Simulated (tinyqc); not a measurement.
Hubbard chain of 6 sites, step by step. One step of it, computed by the program tinyqc.

Question. Mean-field iteration 1. H(up) = T + U n(down), H(down) = T + U n(up); fill the lowest levels; n(new) = n + mixing (n(out) - n); E = tr T (rho up + rho down) + U sum n_up n_down of the output.

one-body matrix (hopping and site energies) (eV), lower triangle:
```
           1          2          3          4          5         6
1   0.000000
2  -1.450000   0.000000
3   0.000000  -1.450000   0.000000
4   0.000000   0.000000  -1.450000   0.000000
5   0.000000   0.000000   0.000000  -1.450000   0.000000
6   0.000000   0.000000   0.000000   0.000000  -1.450000  0.000000
```

U = 8.700000 eV

electrons, up and down: 3  3

mixing = 0.500000

n(up) at the start (a guess, not normalised): 1 0.800000, 2 0.200000, 3 0.800000, 4 0.200000, 5 0.800000, 6 0.200000

n(down) at the start (a guess): 1 0.200000, 2 0.800000, 3 0.200000, 4 0.800000, 5 0.200000, 6 0.800000

Give: levels, up; levels, down; energy; n(up) after iteration 1; n(down) after iteration 1.

Answer.

levels, up (eV): 0.6569  1.1749  1.6614  7.0386  7.5251  8.0431

levels, down (eV): 0.6569  1.1749  1.6614  7.0386  7.5251  8.0431

energy = -2.0969 eV

n(up) after iteration 1: 1 0.8726, 2 0.1506, 3 0.8528, 4 0.1472, 5 0.8494, 6 0.1274

n(down) after iteration 1: 1 0.1274, 2 0.8494, 3 0.1472, 4 0.8528, 5 0.1506, 6 0.8726
